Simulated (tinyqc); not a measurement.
What a faster ramp buys: rapid thermal processing of a wafer: radiative balance, ramp and cooling, pattern effects, pyrometer error and spike budget. Computed by tinyqc, a small Python program. Command: `OMP_NUM_THREADS=1 python tinyqc.py 3111715 3111716 out.jsonl rtp walk`. One thread of a shared host (Intel(R) Xeon(R) Processor @ 2.30GHz), about 0.04 s of CPU time with the checks.

The wafer is opaque and uniform through its thickness unless said otherwise; temperatures in formulas are in kelvin (C + 273.15). sigma = 5.670374419e-12 W/(cm^2 K^4).

Inputs (values chosen for the exercise, modelled on a hot silicon wafer):
```
quantity                                              value         unit
wafer thickness d                                       525   micrometre
heat capacity per volume C                             2.04   J/(cm^3 K)
thermal conductivity k                                  0.3     W/(cm K)
emissivity eps of each face                            0.56            -
reflectivity of the chamber walls r                    0.61            -
gas heat-transfer coefficient h, both faces together    1.2  mW/(cm^2 K)
wall temperature T_w                                    700            K
process temperature                                     825            C
starting temperature                                    450            C
ramp rate                                                36          K/s
activation energy of the process E_a                   3.46           eV
```

Constants: k_B = 8.617333262e-05 eV/K.

Method:
- Effective emissivity between parallel grey plates: eps_eff = 1/(1/eps + 1/(1 - r) - 1). Loss per area q(T) = 2 eps_eff sigma (T^4 - T_w^4) + h (T - T_w).
- Absorbed power during a ramp = q(T) + C d x ramp rate; thermal time constant tau = C d/(dq/dT), dq/dT = 8 eps_eff sigma T^3 + h; natural cooling rate q/(C d); front-to-back difference under one-sided heating at the end of the ramp = (absorbed power) d/(2 k).
- Cooling with the lamps off: C d dT/dt = -q(T), integrated adaptively (relative tolerance 1e-10).
- Spike anneal: linear ramp to the peak, then lamps off. Equivalent time at the peak = int exp(-(E_a/k_B)(1/T - 1/T_peak)) dt; estimate (k_B T^2/E_a)(1/ramp rate + 1/cooling rate). The ramp part uses 4000 trapezoid steps, the cooling part 4000 steps over 4 tau.

time constant tau = 5.59750 s

holding power q = 4.58835 W/cm^2

natural cooling rate = 42.8417 K/s

Against the ramp rate:
```
ramp (K/s)  ramp part (s)  cooling part (s)  total (s)  power at the peak (W/cm^2)
10                 2.8513           0.75522     3.6066                        5.66
25                 1.1405           0.75522     1.8958                        7.27
50                 0.5703           0.75522     1.3255                        9.94
100                0.2851           0.75522     1.0404                       15.30
250                0.1141           0.75522     0.8693                       31.36
500                0.0570           0.75522     0.8123                       58.14
1000               0.0285           0.75522     0.7837                      111.69
```

What follows from these numbers?

From 10 to 100 K/s the total falls by a factor 3.5, from 100 to 1000 K/s by 1.33: the cooling part, 0.755 s, is a floor, and the natural cooling rate here is 42.8 K/s.

Extremes, crossings and ranges named in words are read from the listed rows.
